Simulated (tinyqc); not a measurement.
# Single-oscillator infrared dielectric function of a polar cubic crystal, step by step

A worked calculation. Computed by tinyqc, a small Python program that keeps every step. Command: `OMP_NUM_THREADS=1 python tinyqc.py 3027290 3027291 out.jsonl infrared walk`. One thread of a shared host (Intel(R) Xeon(R) Processor @ 2.30GHz), about 0.01 s of CPU time with the checks. Intermediate numbers are printed to about 6 digits and carried at full precision; extremes and crossings named in words are read from the listed rows.

One ion pair, charges +Z* and -Z*, in a cell of volume Omega = a^3. Frequencies omega are given as wavenumbers (1/cm); eps_s is the static dielectric constant.

Inputs (values chosen for the exercise, modelled on caesium chloride): lattice constant a = 4.12 angstrom; mass M_A = 132.9 u; mass M_B = 35.45 u; omega_TO = 98.1 1/cm; Born charge Z* = 1.32 e; eps_inf = 2.63; phonon damping gamma = 4.4 1/cm; probe frequency / omega_TO = 0.656; eps_m of the surrounding medium = 3.9.

Structure: caesium chloride. Free carriers: absent.

Constants: nu for 1 eV/(angstrom^2 u) = 15.6333042 THz; 1 THz = 33.35640952 1/cm; e^2/(4 pi eps_0) = 14.39964548 eV angstrom.

## LO frequency and static constant from the Born charge

mu = M_A M_B/(M_A + M_B); ionic plasma term W^2 = 4 pi Z*^2 (e^2/(4 pi eps_0))/(Omega mu) in eV/(angstrom^2 u), turned into 1/cm by W = 15.6333042 x 33.35640952 x sqrt(W^2); omega_LO^2 = omega_TO^2 + W^2/eps_inf; eps_s = eps_inf + W^2/omega_TO^2; Szigeti charge 3 Z*/(eps_inf + 2); longitudinal (Callen) charge Z*/eps_inf.

reduced mass mu = 27.9852 u

W = 209.303 1/cm

omega_LO = 162.113 1/cm

eps_s = 7.18210

Szigeti charge = 0.855292 e

Callen charge = 0.501901 e

omega_LO/omega_TO = 1.653; the ions supply 63 % of eps_s, as in a strongly ionic or soft-mode crystal.

## Optical constants at the probe frequency

eps(omega) = eps_inf + W^2/(omega_TO^2 - omega^2 - i gamma omega); n + i k = sqrt(eps) with k >= 0; R = |(n + i k - 1)/(n + i k + 1)|^2 at normal incidence from vacuum. omega is the probe ratio times omega_TO. Intensity decays over 1/(4 pi omega k); the loss function is Im(-1/eps).

omega = 64.3536 1/cm

Re eps = 10.5996

Im eps = 0.411628

n = 3.25631

k = 0.0632046

reflectivity R = 0.281175

penetration depth of the intensity = 195.645 micrometre

loss function = 0.00365824

Re eps is positive and k is small against n: the wave propagates.

## Spectrum around the optical phonon

The loss function is Im(-1/eps).

Spectrum:
```
omega (1/cm)        Re eps      Im eps           R   Im(-1/eps)
49                 8.68995    0.180894    0.243507   0.00239442
83.4               18.7445     2.21637    0.392342   0.00622105
95.2               52.7776     37.4723    0.621749   0.00894401
98.1                  2.63     101.491    0.753194   0.00984646
114               -10.0789     1.89029    0.899922    0.0179757
130               -3.35354    0.470369    0.889619    0.0410176
149              -0.843610    0.181063    0.809582     0.243213
162           -9.38248e-04    0.112833    0.403405      8.86202
165               0.145353    0.102484    0.188641      3.24004
172               0.438421   0.0830939   0.0418091     0.417310
186               0.877639   0.0574287  0.00129634    0.0742407
243                1.74408   0.0191649   0.0191017   0.00629974
405                2.34631  0.00327414   0.0441162  5.94737e-04
```

R peaks among these rows at 114 per cm with 0.90 and is lowest, 0.001, at 186; far above omega_LO it tends to ((sqrt(eps_inf) - 1)/(sqrt(eps_inf) + 1))^2 = 0.056. Im eps is largest at 98.1 and the loss function at 162: absorption marks the TO mode and the loss function the LO mode. Re eps is negative in some rows, where R averages 0.75.

## Surface and particle modes

Without damping, eps(omega) = -x eps_m gives omega^2 = omega_TO^2 (eps_s + x eps_m)/(eps_inf + x eps_m): x = 1 for a flat surface at large wave vector, x = 2 for the dipole mode of a small sphere. The reflectivity R for light from vacuum (not from the medium eps_m) vanishes where eps = 1, omega^2 = omega_TO^2 (eps_s - 1)/(eps_inf - 1).

surface mode = 127.798 1/cm

sphere mode = 117.575 1/cm

zero of R = 191.048 1/cm

Both modes lie between omega_TO and omega_LO, at 46 % and 30 % of the way up.

## Phonon polaritons

Transverse waves without damping obey Q^2 = omega^2 eps(omega), Q = wave vector/(2 pi) in 1/cm: eps_inf omega^4 - (eps_inf omega_LO^2 + Q^2) omega^2 + Q^2 omega_TO^2 = 0.

Branches (1/cm):
```
Q     lower branch  upper branch  Q/sqrt(eps_s)  Q/sqrt(eps_inf)
26          9.6717        162.62          9.702            16.03
79         28.6443        166.83         29.478            48.71
160        53.1243        182.19         59.703            98.66
260        72.7903        216.07         97.017           160.32
390        85.0880        277.26        145.525           240.48
660        93.2745        428.03        246.274           406.97
1300       96.8346        812.09        485.085           801.61
2600       97.7825       1608.43        970.169          1603.23
```

The lower branch starts as light slowed by sqrt(eps_s) (0.997 of that line) and ends at 0.997 omega_TO; the upper starts at 1.003 omega_LO and ends at 1.003 of the light line with eps_inf. No branch lies between omega_TO and omega_LO.

Checks made by the program: Lyddane-Sachs-Teller relation eps_s/eps_inf = (omega_LO/omega_TO)^2 (relative difference below 1e-10).
